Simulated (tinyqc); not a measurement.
Input admittance of a MOSFET at zero drain bias: distributed channel and distributed gate: two steps of the calculation.

Source and drain grounded, strong inversion, w = 2 pi f, Cox = eps0 eox/tox. The channel is an RC line of resistance 1/(mu Cox Vo) per square fed from both ends, so one finger has the intrinsic admittance y = i w Cox L tanh(g)/g per width, g = (1/2) sqrt(i w tau), tau = L^2/(mu Vo). The vertical resistance rv/L is in series with y, the overlaps 2 i w Cov in parallel: y_t = 1/(1/y + rv/L) + 2 i w Cov. The gate strip is a line of Rsh/L per length loaded by y_t, so a finger has Y = y_t Wf tanh(k)/k, k = (Wf/sd) sqrt(y_t Rsh/L); the device has Nf Y.

Parameters, values chosen for the exercise; values of the order met in silicon radio-frequency transistors:
```
symbol  value        unit                                                                 meaning
eox      25.6              relative permittivity of the gate insulator (close to zirconium oxide)
tox        12          nm                                                     insulator thickness
L       0.053          um                                                          channel length
Wf       0.89          um                                                            finger width
Nf          1                                                                   number of fingers
mu        250  cm^2/(V s)                                                        channel mobility
Vo       0.56           V                                                          gate overdrive
Rsh        31  ohm/square                                            sheet resistance of the gate
rv        1.4    ohm um^2                                  vertical resistivity of the gate stack
sd          1                                       number of ends at which a finger is contacted
Cov      0.18       fF/um                             overlap and fringe capacitance on each side
f          25         GHz                                                               frequency
```

Constants: eps0 = 8.8541878128e-14 F/cm where lengths are in cm. Results are converted to the units shown.

Problem 1. Admittance of the channel and stack per width. tau, g, c = Cox L, y and y_t as defined.

Wanted: tau; g; c; y; y_t.

Solution 1.

tau = 0.20064 ps
g = 0.062766+0.062766i
c = 1.0011 fF/um
y = 0.41+157.25i uS/um
y_t = 1.07+213.80i uS/um

w tau = 0.0315, and Im y is 1.00 of w c.

Problem 2. Input impedance of the device. k and Y as defined; Z = 1/(Nf Y) = R + 1/(i w C); Q = |Im Z|/R; signal at the point farthest from a contact |1/cosh k|.

y_t = 1.06618+213.79576i uS/um

Find: k; Nf Y; R; C; Q; signal at the far point.

Solution 2.

k = 0.22310+0.22199i
Nf Y = 0.00722+0.18997i mS
R = 199.71 ohm
C = 1.2111 fF
Q = 26.320
signal at the far point = 0.99894

Numbers from tinyqc (`OMP_NUM_THREADS=1 python tinyqc.py 2262129 2262130 out.jsonl`; about 0.01 s on one thread of a shared Intel Xeon 2.30GHz).
